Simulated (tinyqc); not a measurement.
Random telegraph noise from one oxide trap in a small MOSFET: time constants and noise against gate voltage.

An acceptor-like trap exchanges electrons with the channel. Inversion charge Q = Cox u, u = n Vt W0(exp((Vg - VT)/(n Vt))), W0 the Lambert function, n = nf, Cox = eps0 eox/tox; linear regime Id = (W/L) mu Q Vd. Relative to threshold the surface potential rises by Vt ln(u/u0) and the oxide voltage by the rest of Vg - VT, with u0 = n Vt W0(1).

N = Cox u/q; dpsi = Vt ln(u/u0); E = E0 - dpsi - (xt/tox)(Vg - VT - dpsi); capture time tc = 1/[(N/zi) vth s0 exp(-xt/lt - EB/Vt)]; emission time te = tc exp(-E/Vt); occupancy te/(tc + te). A = W L; threshold step dV = q (1 - xt/tox)/(Cox A); gm/Id = 1/(u + n Vt); relative step dI/I = (gm/Id) dV + asc mu/A. fc = (1/tc + 1/te)/(2 pi); rms = (dI/I) sqrt(tc te)/(tc + te).

Values chosen for this exercise; values of the order met in silicon transistors:

| symbol | value | unit | meaning |
|---|---|---|---|
| T | 200 | K | temperature |
| eox | 3.9 |  | relative permittivity of the gate insulator (close to silicon dioxide) |
| tox | 2 | nm | insulator thickness |
| xt | 0.64 | nm | depth of the trap from the channel interface |
| E0 | 0.15 | eV | trap level above the channel Fermi level at threshold |
| s0 | 9e-15 | cm^2 | capture prefactor |
| EB | 0.3 | eV | capture barrier (lattice relaxation) |
| lt | 0.15 | nm | tunnelling decay length |
| vth | 1.5e7 | cm/s | thermal velocity |
| zi | 2.6 | nm | thickness of the inversion layer |
| VT | 0.43 | V | threshold voltage |
| nf | 1.18 |  | body factor |
| W | 120 | nm | gate width |
| L | 51 | nm | gate length |
| mu | 120 | cm^2/(V s) | mobility |
| asc | 0 | V s | scattering coefficient of the charged trap |
| Vd | 0.02 | V | drain voltage |

Constants: q = 1.602176634e-19 C, kB = 1.380649e-23 J/K, Vt = kB T/q, eps0 = 8.8541878128e-14 F/cm where lengths are in cm. Results are converted to the units shown.

Results:

| Vg (V) | E (eV) | tc (s) | te (s) | occupancy | dI/I (%) | fc (Hz) | rms dI/I (%) |
|---|---|---|---|---|---|---|---|
| 0.54 | 0.09185 | 0.005656 | 2.741e-5 | 0.004823 | 1.010 | 5835 | 0.06999 |
| 0.6 | 0.06704 | 0.003502 | 7.163e-5 | 0.02004 | 0.6770 | 2267 | 0.09488 |
| 0.66 | 0.04387 | 0.002497 | 1.958e-4 | 0.07273 | 0.5019 | 876.4 | 0.1303 |
| 0.78 | -1.370e-5 | 0.001564 | 0.001565 | 0.5002 | 0.3264 | 203.5 | 0.1632 |
| 0.84 | -0.02126 | 0.001313 | 0.004509 | 0.7745 | 0.2769 | 156.5 | 0.1157 |
| 0.9 | -0.04222 | 0.001130 | 0.01309 | 0.9205 | 0.2402 | 153.0 | 0.06496 |
| 0.96 | -0.06296 | 9.912e-4 | 0.03825 | 0.9747 | 0.2119 | 164.7 | 0.03325 |
| 1.02 | -0.08352 | 8.822e-4 | 0.1123 | 0.9922 | 0.1894 | 181.8 | 0.01666 |

Estimate the missing row, Vg = 0.72 V.

Computed row:

| Vg (V) | E (eV) | tc (s) | te (s) | occupancy | dI/I (%) | fc (Hz) | rms dI/I (%) |
|---|---|---|---|---|---|---|---|
| 0.72 | 0.02164 | 0.001927 | 5.492e-4 | 0.2218 | 0.3963 | 372.4 | 0.1646 |

With this row back in the table: tc falls from 0.00566 to 8.82e-4 s as the channel fills and te rises from 2.74e-5 to 0.112 s; they are equal at Vg = 0.780 V, where E = 0. The rms noise goes from 0.0700 through a maximum of 0.165 (at Vg = 0.72 V among the rows listed) to 0.0167 %. The slope -Vt d ln(tc/te)/dVg is 0.414 between the first two rows and 0.343 between the last two; it tends to xt/tox = 0.320 only when the surface potential stops moving.

Range of the model: VT is taken as given; short-channel effects and the uneven flow of current among few electrons are left out.

Computed by the program tinyqc: `OMP_NUM_THREADS=1 python tinyqc.py 2710087 2710088 out.jsonl`, one thread of a shared Intel Xeon 2.30GHz, about 0.01 s for the whole run.
